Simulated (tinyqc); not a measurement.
Defect, radiative and Auger recombination at equal electron and hole densities (ABC model), step by step. Values are carried at full precision from step to step, so a last printed digit may differ when a step is redone from the rounded ones.

J/(e d) = Ae n + B n^2 + C n^3 with Ae = A + 4 S/w (four side walls, carriers spread evenly), e = 1.602176634e-19 C, lengths in cm; internal efficiency IQE = B n^2/(Ae n + B n^2 + C n^3); all injected carriers recombine in the layer.

Inputs chosen for the exercise (orders of magnitude like those quoted for Si; not measured data):
```
symbol  value    unit        meaning
A       35000    1/s         defect rate
B       6.4e-15  cm^3/s      radiative coefficient
C       4.2e-30  cm^6/s      Auger coefficient
S       20       cm/s        recombination velocity of the side walls
w       790      micrometre  side of the square mesa
d       83000    nm          active thickness
J       1.2      A/cm^2      current density
ex      0.77                 extraction efficiency
Eph     1.11     eV          photon energy
```

## The efficiency peak

IQE peaks at n_p = sqrt(Ae/C); with Q = B/sqrt(Ae C), IQE_max = Q/(Q + 2).

Ae = 3.601e+04 1/s
n_p = 9.260e+16 1/cm^3
Q = 0.01646
IQE_max = 0.00816
J at the peak = 8.94 A/cm^2

The side walls supply 3 % of Ae.

## Carrier density at the given current

G = J/(e d). Newton steps from the smallest of G/Ae, sqrt(G/B) and (G/C)^(1/3); stop when the relative step is below 1e-9.

G = 9.024e+20 1/(cm^3 s)

Newton steps:
```
step  n (1/cm^3)   rate/G  relative step
1     2.5057e+16  1.07768         -0.063
2     2.3473e+16  1.00088       -0.00078
3     2.3455e+16  1.00000       -1.0e-07
4     2.3455e+16  1.00000       -1.9e-15
```

n = 2.345e+16 1/cm^3

The start is an upper bound and the function is convex, so the steps fall monotonically; 4 are needed.

## Shares, lifetimes and light

Shares of the three paths; lifetime n/G = 1/(Ae + B n + C n^2); differential lifetime 1/(Ae + 2 B n + 3 C n^2) and bandwidth 1/(2 pi tau_d); optical power density ex IQE J Eph/e.

shares: defect 0.9360, radiative 0.0039, Auger 0.0601

lifetime = 2.60e+04 ns
differential lifetime = 2.31e+04 ns
bandwidth = 0.00688 MHz
optical power density = 0.00400 W/cm^2

The defect path is the largest; the device runs below its efficiency peak, where the defect and Auger shares are equal.

## Checks

- Density from Newton steps against bisection (1/cm^3): both 2.3455e+16.

Computed by tinyqc, a small Python program: `OMP_NUM_THREADS=1 python tinyqc.py 1682698 1682699 out.jsonl` (the numbers bound the seed that draws the inputs); one thread of a shared host (Intel(R) Xeon(R) Processor @ 2.30GHz), about 0.01 s for the whole set of steps.
